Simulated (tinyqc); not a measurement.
# FinFET, parasitic resistance, capacitance and delay: two studies

Nf fins under one contact; each has gated perimeter p = 2 Hf + Wf and cross-section A = Hf Wf; contact width Wc = Nf pf, stack height Hs = Hf. Contact length Lc = CPP - Lg - 2 Lsp, shared by two neighbouring gates. Source and drain sides are equal. The formulas are first-order estimates, not field solutions.

Parameters, values chosen for the exercise; values close to those of silicon logic devices: temperature T = 300 K; number of fins Nf = 3; fin height Hf = 55 nm; fin width Wf = 5 nm; fin pitch pf = 27 nm; contacted gate pitch CPP = 54 nm; gate length Lg = 20 nm; spacer length Lsp = 8 nm; relative permittivity of the spacer ks = 7; gate height above the channel stack Hc = 25 nm; contact resistivity rc = 1.1e-9 ohm cm^2; resistivity of the source-drain epitaxy re = 0.00047 ohm cm; current-carrying depth of the epitaxy te = 25 nm; resistivity of the extension rx = 0.00062 ohm cm; gate overlap Lov = 0.5 nm; inversion capacitance Cinv = 2.6 uF/cm^2; injection velocity vx = 1.2e7 cm/s; apparent mobility mu = 260 cm^2/(V s); threshold at zero drain voltage VT = 0.27 V; barrier lowering dl = 0.053 V/V; subthreshold factor n = 1.1; wire load Cw = 0.3 fF; supply voltage Vdd = 0.65 V.

Constants: q = 1.602176634e-19 C, kB = 1.380649e-23 J/K, eps0 = 8.8541878128e-12 F/m, Vt = kB T/q. Results are converted to the units shown.

Each table varies one quantity; the others keep the values above.

## Effect of the fin height

Epitaxy sheet resistance Rsh = re/te, transfer length LT = sqrt(rc/Rsh), contact Rc = [sqrt(rc Rsh)/Wc] coth(Lc/(2 LT)); extension of one fin Rx = rx Lsp/A. With N fins: gate Cg = Cinv p N Lg; per side, plate Cp = ks eps0 [Wc (Hs + Hc) - N A]/Lsp, top fringe Cf = (2/pi) ks eps0 Wc ln(1 + Lg/(2 Lsp)), overlap Co = Cinv p N Lov. One fin: I = p Q vx u/(1 + |u|^1.8)^(1/1.8), Q = Cinv n Vt ln(1 + exp((Vg' - VT + dl Vd')/(n Vt))), u = Vd' mu/(vx Lg), Vg' = Vgs - v, Vd' = Vds - 2 v, with the drop on each side v = Rc (sum of I) + Rx I. Ieff = [I(Vgs = Vdd, Vds = Vdd/2) + I(Vdd/2, Vdd)]/2, total currents. With Cs = Cp + Cf + Co, the load of an inverter of two such devices driving an equal one is CL = 2 (Cg + 2 Cs) + 4 Cs + Cw (own drains counted twice for the Miller effect); delay CL Vdd/(2 Ieff).

The same in every row: Rc (ohm) = 157.8.

Effect of the fin height:
```
Hf (nm),Rx/N (ohm),Ieff (uA),CL (aF),delay (ps)
20,165.3,83.51,682.5,2.656
30,110.2,117.0,792.0,2.200
40,82.67,148.3,901.6,1.976
50,66.13,177.5,1011,1.852
60,55.11,204.7,1121,1.779
70,47.24,230.1,1230,1.738
80,41.33,253.7,1340,1.716
90,36.74,275.8,1449,1.708
```

Read the table: what changes, and by how much?

As Hf goes from 20 to 90 nm, Ieff rises from 83.5 to 276 uA, CL rises from 682 to 1450 aF and the delay falls from 2.66 to 1.71 ps. From the first row to the last Ieff grows by a factor of 3.30 and CL by 2.12; the first step changes the delay by -17 %, the last by -0.47 %.

## Effect of the fin pitch

Same model as above.

The same in every row: Rx/N (ohm) = 60.12.

Effect of the fin pitch:
```
pf (nm),Rc (ohm),Ieff (uA),CL (aF),delay (ps)
18,236.7,174.6,925.1,1.722
22,193.7,183.5,987.7,1.750
26,163.9,190.0,1050,1.797
30,142.0,194.9,1113,1.856
36,118.3,200.4,1207,1.957
44,96.83,205.7,1332,2.105
```

As pf goes from 18 to 44 nm, Ieff rises from 175 to 206 uA, CL rises from 925 to 1330 aF and the delay rises from 1.72 to 2.10 ps.

Numbers from tinyqc (`OMP_NUM_THREADS=1 python tinyqc.py 2170098 2170099 out.jsonl`; about 0.02 s on one thread of a shared Intel Xeon 2.30GHz).
